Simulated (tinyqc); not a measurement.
Stark shift: graded (staircase) quantum well by finite differences.

Finite differences on points z_i at the centres of cells of width h: H_ii = (c/h^2)(1/m_(i-1/2) + 1/m_(i+1/2)) + V_i, H_(i,i+1) = -(c/h^2)/m_(i+1/2), where m_(i+1/2) is the mean of the masses at the two points (the end values are repeated outwards), psi = 0 on the points beyond both ends, c = hbar^2/2m0. The field adds e F (z - z0) with z0 the middle of the structure; 1 kV/cm = 1e-5 eV/angstrom.

Constants: hbar^2/2m0 = 3.80998211 eV angstrom^2.

Parameters, chosen for this exercise (out of a larger set: near those of a GaAs well in AlGaAs; not measured data): layers = ((51, 0.267, 0.0944), (17, 0.119, 0.0801), (17, 0.03, 0.0715), (17, 0, 0.0686), (17, 0.03, 0.0715), (17, 0.119, 0.0801), (51, 0.267, 0.0944)) (each layer: thickness in angstrom, band edge in eV, mass in m0); hf = 1.0625 angstrom (cell width of the fine grid); Fs = (0, 15, 30, 45, 60, 75, 90) kV/cm (fields).

Fine grid. Perturbation theory: dE1 = e F z_11 - beta (e F)^2 with beta = sum_j z_1j^2/(E_j - E_1) over the 13 next levels at zero field, z from z0.

Levels against field:
```
F (kV/cm)  E1 (eV)  E2 (eV)  dE1 (meV)  second order (meV)  <z - z0> (angstrom)  E2 - E1 (meV)
0           0.0728   0.2134       0.00                0.00                  0.0          140.5
15.0        0.0728   0.2133      -0.06               -0.06                 -0.8          140.5
30.0        0.0726   0.2129      -0.24               -0.24                 -1.6          140.3
45.0        0.0723   0.2123      -0.54               -0.54                 -2.4          140.0
60.0        0.0719   0.2114      -0.95               -0.95                 -3.2          139.5
75.0        0.0713   0.2102      -1.49               -1.49                 -4.0          138.9
90.0        0.0707   0.2088      -2.15               -2.14                 -4.8          138.2
```

z_11 = 0.00 angstrom
beta = 2643 angstrom^2/eV

At zero field the state is centred, so the shift starts as F^2; it turns linear only if the state is pulled to one side. At 90 kV/cm E1 has moved by -2.15 meV, where second order gives -2.14 meV; they differ by 0.4 % there. The electron moves by -4.8 angstrom, against the rise of the potential. From 60 kV/cm on E2 lies above the lowest point of the outer barrier, so it is a resonance or a state of the finite grid, held or pushed up by its ends. E2 - E1 shrinks with the field; the ends are 140.5 and 138.2 meV.

Run: tinyqc, `OMP_NUM_THREADS=1 python tinyqc.py 1280407 1280408 out.jsonl`; Intel(R) Xeon(R) Processor @ 2.30GHz, one thread, shared host; about 0.02 s of CPU time with all checks.
